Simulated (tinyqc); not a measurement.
What each parameter does: four-band model of biased bilayer graphene near K.

Basis A1, B1, A2, B2, with B1 below A2; p = kx + i ky, v_j = (sqrt3/2) a g_j. Diagonal -U/2, -U/2, U/2, U/2; <A1|B1> = <A2|B2> = v0 p*, <B1|A2> = g1, <A1|B2> = v3 p, <A1|A2> = <B1|B2> = -v4 p*.

Values chosen for the exercise (near those used for Bernal bilayer graphene; shifted at random, so the results belong to these values and not to a real crystal):
- a = 2.46 angstrom (lattice constant)
- g0 = 3.04 eV (hopping in a layer)
- g1 = 0.416 eV (hopping of the dimer sites)
- g3 = 0.36 eV (skew hopping A1-B2)
- g4 = 0.06 eV (skew hopping A1-A2)
- U = 0.23 eV (potential difference of the layers)
- k = (0.022, 0.043) 1/angstrom (wave vector from K)

The four levels at k.

One parameter was then changed.

Results before and after:
```
case,band 1 (eV),band 2 (eV),band 3 (eV),band 4 (eV)
base,-0.6058,-0.1829,0.1918,0.5968
changed,-0.6170,-0.1801,0.1887,0.6084
```

Which of these changes was made? (a) g4 = 0.11 eV; (b) g3 = 0.46 eV; (c) g1 = 0.4576 eV; (d) g0 = 3.192 eV; (e) U = 0.28 eV.

Answer: (e) U = 0.28 eV. Of the candidates, run in turn, only this one gives the changed row.

All candidates:
```
case,band 1 (eV),band 2 (eV),band 3 (eV),band 4 (eV)
base,-0.6058,-0.1829,0.1918,0.5968
g0 = 3.192 eV,-0.6190,-0.1934,0.2025,0.6099
g1 = 0.4576 eV,-0.6362,-0.1796,0.1885,0.6273
g3 = 0.46 eV,-0.6040,-0.1907,0.1995,0.5951
g4 = 0.11 eV,-0.6096,-0.1792,0.1956,0.5931
U = 0.28 eV,-0.6170,-0.1801,0.1887,0.6084
```

Only g4 breaks the mirror symmetry between the upper and lower bands.

Computed by tinyqc, a small Python program: `OMP_NUM_THREADS=1 python tinyqc.py 1450826 1450827 out.jsonl` (the numbers bound the seed that draws the inputs); one thread of a shared host (Intel(R) Xeon(R) Processor @ 2.30GHz), about 0.06 s for the whole set of steps.
